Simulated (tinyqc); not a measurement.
Resistance of a tapered via with liner, size effect and interface: one step of the calculation.

A round via whose diameter grows from db at the bottom as D(z) = db + 2 z/tan(ang). The fill, of diameter D - 2 tl, starts above the bottom liner (thickness fb tl) and has rho = rho0 (1 + ks lam/(D - 2 tl)); the sidewall liner conducts in parallel with it. The bottom liner and the interface are crossed over the full area pi db^2/4. Spreading in the lines above and below is left out.

Task. Total resistance. R_fill = sum of the slices; R_bottom = rl fb tl/(pi db^2/4); R_interface = ri/(pi db^2/4); ballistic (Sharvin) limit 1/(Sb pi (db - 2 tl)^2/4); ideal cylinder rho0 hv/(pi db^2/4).

Inputs (values chosen for the exercise); fill metal close to ruthenium: diameter at the bottom db = 11 nm; height hv = 41 nm; bulk resistivity of the fill rho0 = 7.93 uohm cm; liner on the sidewall tl = 0.5 nm; liner at the bottom over that on the sidewall fb = 0.7; resistivity of the liner rl = 310 uohm cm; interface resistivity at the bottom ri = 6.9e-12 ohm cm^2; ballistic conductance per area, about 3/(4 rho0 lam) Sb = 1.5e15 S/m^2.

| slice | slice resistance (ohm) |
|---|---|
| 0 | 5.9834777 |
| 1 | 5.0636146 |
| 2 | 4.3380519 |
| 3 | 3.7561684 |
| 4 | 3.2827066 |
| 5 | 2.8925270 |
| 6 | 2.5673313 |
| 7 | 2.2935545 |
| 8 | 2.0609753 |

Give: parts; R; shares; ballistic limit; ideal cylinder.

Result.

parts (ohm): fill 32.238, bottom liner 11.417, interface 7.2606
R = 50.916 ohm
shares (%): fill 63.317, bottom liner 22.423, interface 14.260
ballistic limit = 8.4883 ohm
ideal cylinder = 34.212 ohm

The fill is the largest part, and R is 1.49 times the ideal cylinder. With 2000 slices R = 50.957 ohm.

Computed by the program tinyqc: `OMP_NUM_THREADS=1 python tinyqc.py 2750106 2750107 out.jsonl`, one thread of a shared Intel Xeon 2.30GHz, about 0.01 s for the whole run.
